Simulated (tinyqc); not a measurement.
# A particle near a wafer in liquid: double-layer and van der Waals forces (DLVO), deposition barrier and removal, step by step

A worked calculation. Computed by tinyqc, a small Python program that keeps every step. Command: `OMP_NUM_THREADS=1 python tinyqc.py 3113543 3113544 out.jsonl dlvo walk`. One thread of a shared host (Intel(R) Xeon(R) Processor @ 2.30GHz), about 0.01 s of CPU time with the checks. Intermediate numbers are printed to about 5 digits and carried at full precision; extremes and crossings named in words are read from the listed rows.

Sphere and flat wall, Derjaguin approximation, constant potentials in the linear-superposition form, no retardation and no hydration force.

Inputs (values chosen for the exercise, of the order of those for ceria on silica in water):
```
quantity                             value   unit
particle radius R                      120     nm
Hamaker constant A                 1.8e-20      J
potential of the particle psi_1         56     mV
potential of the wafer psi_2           -31     mV
salt concentration c               0.00056  mol/L
valence z of the symmetric salt          1      -
temperature T                          293      K
dielectric constant of the liquid     80.2      -
gap h                                   15     nm
contact distance h0                    0.3     nm
contact radius over R                 0.13      -
viscosity                             0.84  mPa s
```

Constants: e = 1.602176634e-19 C; N_A = 6.02214076e+23 1/mol; eps_0 = 8.8541878128e-12 F/m; k_B = 1.380649e-23 J/K; k_B = 8.617333262e-05 eV/K.

## Screening

kappa^2 = 2 z^2 e^2 N_A (1000 c)/(eps eps_0 k_B T); gamma_i = tanh(z e psi_i/(4 k_B T)); Z = 64 pi eps eps_0 (k_B T/(z e))^2 gamma_1 gamma_2.

kappa = 0.077635 1/nm

Debye length = 12.881 nm

gamma_1 = 0.50387

gamma_2 = -0.29766

Z = -13.651 pN

kappa R = 9.3162

Opposite signs: the double layers attract.

## Energy and force at one gap

U(h) = Z R exp(-kappa h) - A R/(6 h); F(h) = -dU/dh = kappa Z R exp(-kappa h) - A R/(6 h^2), positive for repulsion.

double-layer energy = -126.37 k_B T

van der Waals energy = -5.9328 k_B T

U(h) = -132.31 k_B T

F(h) = -41.288 pN

## The curve

The formulas are those given above.

Against the gap:
```
h (nm)  kappa h  U (k_B T)       F (pN)
0.4      0.0311    -615.05  -2.3733e+03
0.6      0.0466    -534.84  -1.1214e+03
1.0      0.0776    -463.69  -4.7768e+02
1.5      0.1165    -419.76  -2.7320e+02
2.5      0.1941    -369.11  -1.6234e+02
4.0      0.3105    -319.10  -1.1573e+02
7.0      0.5434    -247.88  -8.1204e+01
12.0     0.9316    -166.93  -5.2597e+01
20.0     1.5527     -90.17  -2.7820e+01
40.0     3.1054     -20.37  -5.9233e+00
```

Caution: in rows where h is not small against R, A R/(6 h) overstates the van der Waals term. Caution: in rows with kappa h below 1 linear superposition is only rough.

## Removing an attached particle

Adhesion F_a = A R/(6 h0^2) [1 + a^2/(R h0)] - kappa Z R exp(-kappa h0), a the contact radius. Drag in a shear flow F_d = 1.7 x 6 pi mu R^2 G, acting at 1.4 R; rolling starts when 1.4 R F_d = a F_a. Wall shear stress = mu G.

van der Waals adhesion = 31040 pN

net adhesion F_a = 31164 pN

wall shear stress for rolling = 6271.3 Pa

shear rate G = 7.4659e+06 1/s

Checks made by the program: force against a difference of U (relative difference below 1e-10).
